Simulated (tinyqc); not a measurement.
Hot electrons in a saturated n-channel MOSFET, lucky-electron model: two steps of the calculation.

Beyond pinch-off the lateral field grows as Esat cosh(y/l) over the velocity-saturated region (pseudo-two-dimensional model). Impact ionisation in this region gives the substrate current, which biases the body forward through Rsub. Currents are per width. Local-field laws: they overstate ionisation when the field peak is narrower than an energy relaxation length.

Values chosen for this exercise; values close to those of silicon n-channel devices:
```
symbol   value     unit                                   meaning
L         0.35       um                            channel length
tox          7       nm                           oxide thickness
VT        0.69        V                                 threshold
vs       8.1e6     cm/s                       saturation velocity
Ai         2e6     1/cm                      ionisation prefactor
Bi        1.86    MV/cm                          ionisation field
Rd         400   ohm um     resistance of the lightly doped drain
Rsub      8700   ohm um                      substrate resistance
kb        0.49           fall of VT per volt of forward body bias
lm         7.5       nm               hot-electron mean free path
pb         3.2        V                             oxide barrier
Cg      0.0029                      prefactor of the gate current
m          3.3                                  lifetime exponent
Hl         640  s uA/um                         lifetime constant
Vd         2.3        V                             drain voltage
Vg         1.7        V                              gate voltage
```

Constants: eps0 = 8.8541878128e-14 F/cm where lengths are in cm. Results are converted to the units shown.

Task 1. Body bias from the substrate current. Cox = 3.9 eps0/tox. Overdrive g = Vg - VT + kb Vb; Vdsat = g Esat L/(g + Esat L); Id = Cox vs (g - Vdsat); dV = Vd - Id Rd - Vdsat; Em = sqrt((dV/l)^2 + Esat^2); Isub = Id (Ai/Bi) l Em exp(-Bi/Em). Vb(new) = Rsub Isub.

Vb at the start = 0 V
l = 54.221767 nm
Esat = 0.037674419 MV/cm

Give: Vdsat; Id; dV; Em; Isub; Vb after iteration 1.

Result 1.

Vdsat = 0.57193 V
Id = 175.04 uA/um
dV = 1.6581 V
Em = 0.30810 MV/cm
Isub = 0.75115 uA/um
Vb after iteration 1 = 0.0065350 V

Task 2. Gate current, lifetime and channel shortening. Ig = Cg Id exp(-pb/(lm Em)); lifetime tau = (Hl/Id)(Isub/Id)^(-m); length of the saturated region dL = l ln[(dV/l + Em)/Esat]. 1 year = 3.15576e7 s.

Id = 175.91314 uA/um
dV = 1.6566837 V
Em = 0.30785245 MV/cm
Isub = 0.75056295 uA/um
l = 54.221767 nm
Esat = 0.037674419 MV/cm

Give: Isub/Id; Ig; tau; dL.

Result 2.

Isub/Id = 0.0042667
Ig = 0.48822 pA/um
tau = 7.6293 years
dL = 151.28 nm

The lifetime misses ten years.

tinyqc, about 0.01 s, one thread, Intel Xeon 2.30GHz (shared host): `OMP_NUM_THREADS=1 python tinyqc.py 2550124 2550125 out.jsonl`
